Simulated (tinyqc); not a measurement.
# Electron density from the centroid

Inverse problem. In the Fang-Howard model the centroid is 3/b with b^3 = 6 (mz1/C) q (Nd + 11 Ns/32)/(eps0 eps_r), C = hbar^2/(2 m0), the field in eV/nm. Find b and Ns.

Inputs (values chosen for the exercise); masses and permittivity close to those of germanium (100): relative permittivity eps_r = 16.3; mass along z of valley set A (4 valley(s)) mz1 = 0.119 m0; sheet density of depletion charge Nd = 3.7e12 cm^-2.

Constants: q = 1.602176634e-19 C, hbar = 1.054571817e-34 J s, m0 = 9.1093837015e-31 kg, eps0 = 8.8541878128e-14 F/cm where lengths are in cm, hbar^2/(2 m0) = 0.0380998212 eV nm^2. Results are converted to the units shown.

centroid = 3.1089862 nm

Solution. b = 3/centroid gives Nd + 11 Ns/32, from which the depletion charge is taken off.

b = 0.965 1/nm
Ns = 1.80e12 cm^-2

Computed by the program tinyqc: `OMP_NUM_THREADS=1 python tinyqc.py 2160158 2160159 out.jsonl`, one thread of a shared Intel Xeon 2.30GHz, about 0.5 s for the whole run.
